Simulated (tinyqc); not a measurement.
What each parameter does: Weaire-Thorpe hybrids on a Bethe lattice: gap and dangling bond of an amorphous tetrahedral solid.

Four sp3 hybrids an atom at energy 0, coupled by -V1 on the atom and by -V2 along a bond; the bonds form a tree (no rings). For any network the gap runs at least from -V2 + V1 to V2 - 3 V1, and p-like states pile up at -V2 + V1 and V2 + V1. On the tree the gap is wider: it ends at Ec = -V1 + sqrt(V2^2 + 4 V1^2 - 2 sqrt3 V1 V2), which makes it well wider than the gaps of the real glasses. A branch seen from a hybrid has the self-energy S = V2^2 g, where g is the Green function of the hybrid across the bond, whose three partners carry S themselves. With a = z - V1, b = a - S: g = 1/(a + V1 b/(b + 3 V1)), z = E + i eta. A full atom has G = (1/b)(b + 3 V1)/(b + 4 V1) per hybrid; a dangling hybrid with shift dh has G = 1/(1/g - dh).

Values chosen for the exercise (out of a larger set: of the size of tabulated hybrid energies for amorphous silicon; not measured data): V1 = 1.75 eV (coupling of two hybrids on one atom); V2 = 4.39 eV (coupling of the two hybrids of a bond); dh = -1.2 eV (shift of the dangling hybrid (rehybridisation)).

Ev = -V2 + V1, conduction edge of the tree -V1 + sqrt(V2^2 + 4 V1^2 - 2 sqrt3 V1 V2), and the level that solves 1/g(E) = dh for eta = 0.

One parameter was then changed.

Results before and after:
```
case,Ev (eV),Ec (eV),level (eV),weight
base,-2.6400,0.4657,-0.7125,0.637
changed,-2.6400,0.4657,-0.7764,0.641
```

Which of these changes was made? (a) dh = -1.3 eV; (b) V1 = 1.67 eV; (c) V2 = 4.54 eV.
Answer: (a) dh = -1.3 eV. Of the candidates, run in turn, only this one gives the changed row.

All candidates:
```
case,Ev (eV),Ec (eV),level (eV),weight
base,-2.6400,0.4657,-0.7125,0.637
V1 = 1.67 eV,-2.7200,0.5731,-0.7514,0.662
V2 = 4.54 eV,-2.7900,0.5607,-0.7392,0.654
dh = -1.3 eV,-2.6400,0.4657,-0.7764,0.641
```

Run: tinyqc, `OMP_NUM_THREADS=1 python tinyqc.py 1450414 1450415 out.jsonl`; Intel(R) Xeon(R) Processor @ 2.30GHz, one thread, shared host; about 0.02 s of CPU time with all checks.
